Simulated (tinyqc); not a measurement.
Thermal stress, cracking, delamination and buckling of a thin film; Griffith cracks and misfitting inclusions: one step, computed by the program tinyqc. Command: `OMP_NUM_THREADS=1 python tinyqc.py 3024114 3024115 out.jsonl filmcrack walk`. One thread of a shared host (Intel(R) Xeon(R) Processor @ 2.30GHz), about 0.01 s of CPU time with the checks.

Isotropic linear elasticity; the substrate is much thicker than the film; stress is positive in tension.

Question. A misfitting inclusion. Film material fills a sphere of radius R in the substrate, with the misfit e = thermal strain (it wants to shrink if e > 0). Radial stress at the wall s0 = e/[(1 - 2 nu)/E + (1 + nu_s)/(2 E_s)]; inside it is uniform and hydrostatic; outside s_rr = s0 (R/r)^3, s_tt = -s_rr/2. Keep-out radius: where |s_rr| falls to 10 MPa (R if it is lower at the wall).

Inputs (values chosen for the exercise, modelled on an aluminium film on silicon):

| quantity | value | unit |
|---|---|---|
| film Young's modulus E | 68 | GPa |
| film Poisson ratio nu | 0.37 | - |
| deposition temperature T_d | 675 | K |
| final temperature T | 300 | K |
| substrate Young's modulus E_s | 136 | GPa |
| substrate Poisson ratio nu_s | 0.24 | - |
| inclusion radius R | 0.96 | micrometre |

Inclusion: sphere.

thermal strain = 0.007425

Give: radial stress at the wall s0; mean stress inside; keep-out radius.

Answer.

radial stress at the wall s0 = 885.8 MPa

mean stress inside = 885.8 MPa

keep-out radius = 4.279 micrometre

The stress does not depend on R; its reach scales with R. Hydrostatic tension inside drives voids to form.
